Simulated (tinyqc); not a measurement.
Signal and retention of a DRAM cell: effect of temperature.

A stored one starts at Vd and leaks: Cs dV/dt = -I(V), I = a sqrt((V + Vb)/(Vd + Vb)) + b, with a = Ig exp[-(Eg1 q/kB)(1/T - 1/T0)] (generation in a depletion layer) and b = Is exp[-(Es q/kB)(1/T - 1/T0)]. The bit line is precharged to Vd/2, and charge sharing gives the signal (V - Vd/2) Cs/(Cs + Cb).

The cell fails below Vc = Vd/2 + dm (Cs + Cb)/Cs. With s = sqrt((Vc + Vb)/(Vd + Vb)), the time from Vd to Vc is t = [2 Cs (Vd + Vb)/a] [1 - s - (b/a) ln((a + b)/(a s + b))]. This time is the median of a log-normal spread: failing cells = Nc erfc(z/sqrt 2)/2, z = ln(t/tr)/sg.

Values chosen for this exercise: array voltage Vd = 1.3 V; cell capacitance Cs = 19 fF; bit-line capacitance Cb = 52 fF; smallest signal that the sense amplifier resolves dm = 49 mV; built-in plus back-bias voltage of the storage junction Vb = 1.18 V; junction leakage at V = Vd and T0 Ig = 4.9 fA; voltage-independent leakage at the reference temperature0 Is = 0.12 fA; activation energy of Is Es = 0.45 eV; reference temperature T0 = 358 K; deviation of ln(retention time) over the cells sg = 0.92; cells Nc = 4.29e9; refresh interval tr = 64 ms; activation energy of Ig Eg1 = 0.55 eV.

Constants: q = 1.602176634e-19 C, kB = 1.380649e-23 J/K. Results are converted to the units shown.

Result of one run:
```
a (fA)	b (fA)	retention time (s)	failing cells
1.706	0.05062	5.304	3378
```

Which temperature T gave this result: 338, 368, 378 or 398 K?

T = 338 K.

The whole series:
```
T (K)	a (fA)	b (fA)	retention time (s)	failing cells
298	0.1353	0.006363	65.73	1.028e-4
318	0.5203	0.01916	17.27	2.507
338	1.706	0.05062	5.304	3378
358	4.900	0.1200	1.857	5.397e5
368	7.954	0.1784	1.146	3.670e6
378	12.59	0.2596	0.7258	1.780e7
398	29.40	0.5198	0.3116	1.830e8
```

The retention time falls from 65.7 to 0.312 s, halving every 16.4 K at the hot end. Its apparent activation energy goes from 0.546 to 0.548 eV, between Es = 0.45 and Eg1 = 0.55 eV, as the share of a in the leakage grows from 95.5 to 98.3 %.

Range of the model: Real arrays also hold a tail of unusually leaky cells and cells whose retention varies in time, which this model lacks.

Numbers from tinyqc (`OMP_NUM_THREADS=1 python tinyqc.py 2130025 2130026 out.jsonl`; about 0.01 s on one thread of a shared Intel Xeon 2.30GHz).
